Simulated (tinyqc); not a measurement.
Inside a calculation: two-band tight binding of a puckered layer. Values are carried at full precision from step to step, so a last printed digit may differ when a step is redone from the rounded ones.

With X = kx ax/2 and Y = ky ay/2: h = t2 + 2 cos(Y) (t1 exp(iX) + t3 exp(-iX)) + t5 exp(2iX), d = 4 t4 cos(X) cos(Y), H = [[d, h], [h*, d]], E = d -/+ |h|.

Constants: hbar^2/2m0 = 3.80998211 eV angstrom^2.

Parameters, chosen for this exercise (near a published set for monolayer black phosphorus; the results hold for these values, not for the real material): ax = 4.4 angstrom (period along x (armchair)); ay = 3.3 angstrom (period along y (zigzag)); t1 = -1.215 eV (along the zigzag); t2 = 3.712 eV (across the pucker); t3 = -0.201 eV (second in the sheet); t4 = -0.115 eV (same sublattice); t5 = -0.053 eV (far across); k = (0.38, 0.08) 1/angstrom (wave vector).

## One k point

Form X, Y, h, d and the levels.

X, Y (rad): 0.83600  0.13200

h = 1.8352-1.5443i eV
d = -0.3057 eV

levels (eV): -2.7043  2.0928

## Expansion about Gamma

h = h0 + i chi kx + gx kx^2 + gy ky^2 and d = 4 t4 + ex kx^2 + ey ky^2, with h0 = t2 + 2 t1 + 2 t3 + t5, chi = ax (t1 - t3 + t5), gx = -ax^2 ((t1 + t3)/4 + t5/2), gy = -ay^2 (t1 + t3)/4, ex = -t4 ax^2/2, ey = -t4 ay^2/2. The gap is 2 h0.

h0 = 0.8270 eV
gap = 1.6540 eV
chi = -4.6948 eV angstrom

gx, gy, ex, ey (eV angstrom^2): 7.3665  3.8551  1.1132  0.6262

## Masses

Electrons: c/(ex + gx + chi^2/(2 h0)) along x, c/(ey + gy) along y; holes: the same with -ex and -ey; c = hbar^2/2m0. The coefficients stand in the order gx, gy, ex, ey.

masses (m0):
```
               x       y
electron  0.1747  0.8502
hole      0.1946  1.1800
```

density-of-states mass sqrt(mx my) (m0): electron 0.3854, hole 0.4792

my/mx: electron 4.87, hole 6.06

Along x the term chi^2/(2 h0) = 13.33 eV angstrom^2 couples the bands and makes both carriers light; along y it is absent.

## Checks

- Electron mass along x against a finite difference of the band: both 0.1747.

(tinyqc, `OMP_NUM_THREADS=1 python tinyqc.py 1452042 1452043 out.jsonl`, Intel(R) Xeon(R) Processor @ 2.30GHz, 1 thread, shared host, about 0.01 s.)
